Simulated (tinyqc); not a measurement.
Gate sheet resistance from two finger widths.

Question. At low frequency R = Rsh Wf/(3 L) + B/Wf, where B collects the channel and vertical terms. Find Rsh, B and the width of lowest R.

Inputs (values chosen for the exercise):
- L = 0.5 um (channel length)

input resistance of single fingers, contacted at one end, of width 1.4 and 6.1 um (ohm): 253.44762  131.36503

Solution. R Wf is a straight line in Wf^2; the minimum of R lies where both terms are equal.

Rsh = 19.0 ohm/square
B = 330 ohm um
width of lowest R = 5.10 um

Numbers from tinyqc (`OMP_NUM_THREADS=1 python tinyqc.py 2262236 2262237 out.jsonl`; about 0.01 s on one thread of a shared Intel Xeon 2.30GHz).
